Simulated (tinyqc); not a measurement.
Solubility, supersaturation, precipitation and gettering of an impurity in a silicon-like host: one step, computed by the program tinyqc.

The wafer was saturated at T1 and is then held at T.

Problem. Growing precipitates. Growing sinks: with y = r/r_f and y0 = r0/r_f, dy/dt = (1 - y^3)/(3 tau_f y), which integrates to t/tau_f = F(y) - F(y0), F(y) = (1/2) ln[(1 + y + y^2)/(1 - y)^2] - sqrt(3) arctan[(2y + 1)/sqrt(3)]; the share of the excess left is (1 - y^3)/(1 - y0^3), and C(t) = C_eq + (C0 - C_eq) x share.

Inputs (values chosen for the exercise, modelled on copper in silicon):
```
quantity                      value  unit
temperature of saturation T1   1225     K
anneal temperature T            791     K
initial sink radius r0           11    nm
anneal time t                   6.6     s
```

final radius r_f = 507.7836 nm

tau_f = 14.83968 s

C_eq(T) = 2.249948e+14 1/cm^3

C0 = 4.444522e+17 1/cm^3

Give: radius at t; share of the excess left; C(t) with growing sinks.

Solution.

radius at t = 268.1 nm

share of the excess left = 0.8528

C(t) with growing sinks = 3.790e+17 1/cm^3

14.7 % of the excess has precipitated. Caution: the barrier to homogeneous nucleation is below 35 k_B T for these inputs, so new precipitates would form and outnumber the fixed sinks assumed here.
